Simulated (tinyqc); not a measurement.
Born-von Karman spring model of a cubic crystal with one atom per cell: one step, computed by the program tinyqc. Command: `OMP_NUM_THREADS=1 python tinyqc.py 3006582 3006583 out.jsonl springs walk`. One thread of a shared host (Intel(R) Xeon(R) Processor @ 2.30GHz), about 0.2 s of CPU time with the checks.

First neighbours lie at a/2 (1,1,0) (12 of them), second at a (1,0,0) (6), with all permutations and signs; the volume per atom is Omega = a^3/4. Two shells of springs match a real metal only roughly, above all at the zone boundary.

Task: Sound velocities. rho = M/Omega and v = sqrt(C/rho), with C = C11, C44, C44 along [100]; (C11 + C12 + 2 C44)/2, C44, (C11 - C12)/2 along [110]; (C11 + 2 C12 + 4 C44)/3 and twice (C11 - C12 + C44)/3 along [111].

Inputs (values chosen for the exercise, modelled on copper): lattice constant a = 3.61 angstrom; atomic mass M = 63.55 u.

Lattice: fcc.

C11 = 153.7379 GPa

C44 = 66.21738 GPa

C12 = 97.81710 GPa

Constants: u = 1.6605390666e-27 kg.

Give: density rho; Velocities (m/s).

Result:

density rho = 8972 kg/m^3

Velocities (m/s):

| direction | longitudinal | transverse 1 | transverse 2 |
|---|---|---|---|
| [100] | 4139 | 2717 | 2717 |
| [110] | 4626 | 2717 | 1765 |
| [111] | 4777 | 2130 | 2130 |

Along [110] the two transverse waves differ by a factor sqrt(2 C44/(C11 - C12)) = 1.539.
